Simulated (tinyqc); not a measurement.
# Polarisation charge from two barrier thicknesses

Question. Voff = phiB - dEc - q sigma d/(eps0 eb). Find sigma, phiB - dEc and the thickness at which Voff = 0.

Constants: q = 1.602176634e-19 C, eps0 = 8.8541878128e-14 F/cm where lengths are in cm. Results are converted to the units shown.

Voff at d = 16 and 34 nm (V): [-6.0032752, -13.548510]
eb = 9.5044000

Solution. Voff is a straight line in d: its slope is -q sigma/(eps0 eb) and its intercept phiB - dEc.

sigma = 2.20e13 cm^-2
phiB - dEc = 0.704 V
thickness for Voff = 0 = 1.68 nm

Numbers from tinyqc (`OMP_NUM_THREADS=1 python tinyqc.py 2180061 2180062 out.jsonl`; about 0.01 s on one thread of a shared Intel Xeon 2.30GHz).
